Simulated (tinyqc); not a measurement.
Comparisons within one model: hole subbands of a hard-walled well, four-band Luttinger model. A value that a table varies takes the place of the one given here.

Hole energies are counted downwards from the unstrained band edge, c = hbar^2/2m0. After the usual block transformation one block is H = [[P + Q - Zs, R - i S], [R + i S, P - Q + Zs]] in (heavy, light), with P +/- Q = c [(g1 +/- g2) k^2 + (g1 -/+ 2 g2) kz^2], R = sqrt(3) c gR k^2, S = 2 sqrt(3) c g3 k kz, kz = -i d/dz; axial approximation gR = (g2 + g3)/2. Zs = b (e_par - e_perp) is the shear part of the strain (the hydrostatic part shifts all levels alike and is left out). Basis sqrt(2/L) sin(n pi z/L), n = 1 to N, for each component: kz^2 gives (n pi/L)^2 and the heavy-light block is R delta_nm - 2 sqrt(3) c g3 k D_nm with D_nm = 4 n m/(L (n^2 - m^2)) for n + m odd, 0 otherwise. The other block has the same levels. The split-off band is left out.

Constants: hbar^2/2m0 = 3.80998211 eV angstrom^2.

Parameters, chosen for this exercise (near those of InAs; not measured data): g1 = 19.92 (Luttinger gamma1); g2 = 8.47 (gamma2); g3 = 9.22 (gamma3); L = 65 angstrom (well width along [001]); Zs = 0 eV (shear strain energy); k = 0.0426 1/angstrom (wave vector in the plane); Zlist = (-0.2958, -0.1953, -0.1035, -0.0401, 0, 0.0936, 0.3273) eV (shear strain energies (negative: tension in the plane, for b < 0)).

## Which coupling does what

N = 20, at the given k. Diagonal: R = S = 0. Along [100] and [110] gR is g2 and g3 instead of their mean.

Hole energies (meV):
```
model,E1,E2,E3,E4
diagonal,222.82,302.38,407.23,435.00
R alone,174.59,292.18,430.68,455.46
S alone,100.87,152.31,276.65,373.92
axial,72.10,147.44,271.39,384.13
[100],74.28,147.95,271.80,383.43
[110],69.86,146.90,270.98,384.85
```

What does this show, and why?

The couplings move E1 by -150.71 meV: R alone by -48.23, S alone by -121.94, so S matters more at k L/pi = 0.88 (R grows as k^2 and joins equal n, S as k and joins n of opposite parity). Warping spreads E1 by 4.42 meV between [100] and [110], the hole being heavier along [110]; the axial value lies between them.

## Strain

N = 20. dE is the rise of the top subband from k = 0 to k1 = pi/(4L), m1 = c k1^2/dE (dash if dE is not positive), and the heavy weight is taken at k = pi/L.

Top subband:
```
Zs (eV),HH1 (meV),LH1 (meV),dE (meV),heavy weight,m1 (m0)
-0.2958,322.3,32.3,-4.403,0.181,-
-0.1953,221.8,132.8,-14.338,0.286,-
-0.1035,130.0,224.6,10.572,0.430,0.053
-0.0401,66.6,288.0,12.091,0.545,0.046
0.0000,26.5,328.1,12.425,0.616,0.045
0.0936,-67.1,421.7,12.935,0.754,0.043
0.3273,-300.8,655.4,13.661,0.916,0.041
```

What can be read from the table?

HH1 and LH1 cross at Zs = -2 c g2 (pi/L)^2 = -0.1508 eV; for more negative Zs the light hole is on top. Among the rows with HH1 on top, m1 goes from 0.053 to 0.041 m0 as the splitting widens from 95 to 956 meV, against the unmixed 1/(g1 + g2) = 0.035: compression lightens the holes here. A dash marks a top subband whose hole energy at k1 lies below that at k = 0: an electron-like (negative) mass. m1 describes the neighbourhood of k = 0 only; where HH1 and LH1 lie close, the band may peak further out.

## What each parameter does

N = 20; the three lowest hole energies at the given k and the heavy weight of the lowest. Each row changes one parameter from the base and keeps the others.

Results:
```
case,E1 (meV),E2 (meV),E3 (meV),heavy weight
base,72.10,147.44,271.39,0.660
g1 = 21.51,114.93,202.51,392.59,0.654
g2 = 7.62,94.74,178.61,369.49,0.636
g3 = 8.48,91.44,166.56,289.64,0.670
L = 75 angstrom,53.35,119.24,221.19,0.611
Zs = -0.01 eV,75.10,155.36,280.36,0.640
k = 0.0554 1/angstrom,71.18,164.28,312.94,0.573
```

What can be read from the table?

The largest shifts from the base row, up to three for each result and ties (the steps differ in size, so this ranks the rows, not the parameters). E1 (meV): g1 +42.83, g2 +22.63, g3 +19.34. E2 (meV): g1 +55.07, g2 +31.17, L -28.20. E3 (meV): g1 +121.20, g2 +98.10, L -50.20. heavy weight: k -0.087, L -0.049, g2 -0.024.

Program tinyqc; command `OMP_NUM_THREADS=1 python tinyqc.py 1281201 1281202 out.jsonl`; about 0.3 s on one thread of a shared Intel(R) Xeon(R) Processor @ 2.30GHz.
